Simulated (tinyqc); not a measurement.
Undoped symmetric double-gate MOSFET, analytic potential model: one step of the calculation.

An undoped body of thickness ts between two equal insulators and tied gates; long channel, electrons only, n = ni exp((psi - V)/Vt) with V the quasi-Fermi potential (0 at the source, Vd at the drain), constant mobility, no quantisation. Across the body psi(x) = V - 2 Vt ln[(ts/(2 beta)) sqrt(q ni/(2 eps0 eps_r Vt)) cos(2 beta x/ts)], x from the centre. Q is the electron charge per area of the whole body.

Question. Constants of the body. ni = sqrt(Nc Nv) exp(-Eg/(2 Vt)), Eg in volts; r = eps_r tox/(eox ts); V0 = dphi + 2 Vt ln[(2/ts) sqrt(2 eps0 eps_r Vt/(q ni))].

Inputs (values chosen for the exercise); material values close to those of gallium arsenide:
- T = 400 K (temperature)
- Eg = 1.44 eV (band gap)
- eps_r = 12.7 (relative permittivity of the semiconductor)
- Nc = 6.73e17 cm^-3 (conduction-band density of states at T)
- Nv = 1.36e19 cm^-3 (valence-band density of states at T)
- eox = 9.16 (relative permittivity of the gate insulator)
- tox = 6.1 nm (insulator thickness)
- ts = 20 nm (body thickness)
- dphi = -0.01 V (gate work function less that of the intrinsic body)

Constants: q = 1.602176634e-19 C, kB = 1.380649e-23 J/K, Vt = kB T/q, eps0 = 8.8541878128e-14 F/cm where lengths are in cm. Results are converted to the units shown.

Give: ni; r; V0.

Answer.

ni = 2.566e9 cm^-3
r = 0.4229
V0 = 0.6468 V

tinyqc, about 0.02 s, one thread, Intel Xeon 2.30GHz (shared host): `OMP_NUM_THREADS=1 python tinyqc.py 2440147 2440148 out.jsonl`
